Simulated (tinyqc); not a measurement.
Efficiency against current: defect, radiative and Auger recombination at equal electron and hole densities (ABC model).

J/(e d) = Ae n + B n^2 + C n^3 with Ae = A + 4 S/w (four side walls, carriers spread evenly), e = 1.602176634e-19 C, lengths in cm; internal efficiency IQE = B n^2/(Ae n + B n^2 + C n^3); all injected carriers recombine in the layer.

Values chosen for the exercise (orders of magnitude like those quoted for InP; shifted at random, so the results belong to these values and not to a real crystal): A = 22000000 1/s (defect rate); B = 1.4e-10 cm^3/s (radiative coefficient); C = 4.9e-31 cm^6/s (Auger coefficient); S = 540 cm/s (recombination velocity of the side walls); w = 94 micrometre (side of the square mesa); d = 69 nm (active thickness).

The slope is d ln(B n^2)/d ln J = 2 (Ae + B n + C n^2)/(Ae + 2 B n + 3 C n^2).

Results:
```
J (A/cm^2),n (1/cm^3),IQE,slope,differential lifetime (ns)
7.0,1.48e+17,0.482,1.349,15.7
30,3.68e+17,0.698,1.177,7.97
1.0e+02,7.27e+17,0.819,1.097,4.41
4.0e+02,1.53e+18,0.901,1.047,2.21
2.0e+03,3.50e+18,0.945,1.016,0.981
7.0e+03,6.57e+18,0.955,1.001,0.519
3.0e+04,1.35e+19,0.944,0.983,0.245
1.0e+05,2.43e+19,0.916,0.965,0.130
4.0e+05,4.70e+19,0.856,0.935,0.0608
2.0e+06,9.80e+19,0.744,0.887,0.0240
```

IQE peaks at 0.955 for J = 7.35e+03 A/cm^2, where the slope passes 1. It is 0.482 at the lowest current and 0.744 at the highest, a droop of 22 %. The slope runs from 1.35 to 0.89; its limits are 2 (defects alone), 1 (radiation alone) and 2/3 (Auger alone). Rows above 1e5 A/cm^2 (2 of them) are formal: heating, left out, would destroy a real device. In the 6 rows above about 2e18 1/cm^3 the bands are degenerate: B saturates and stimulated emission, left out, would clamp n in a laser cavity.

Computed by tinyqc, a small Python program: `OMP_NUM_THREADS=1 python tinyqc.py 1652410 1652411 out.jsonl` (the numbers bound the seed that draws the inputs); one thread of a shared host (Intel(R) Xeon(R) Processor @ 2.30GHz), about 0.01 s for the whole set of steps.
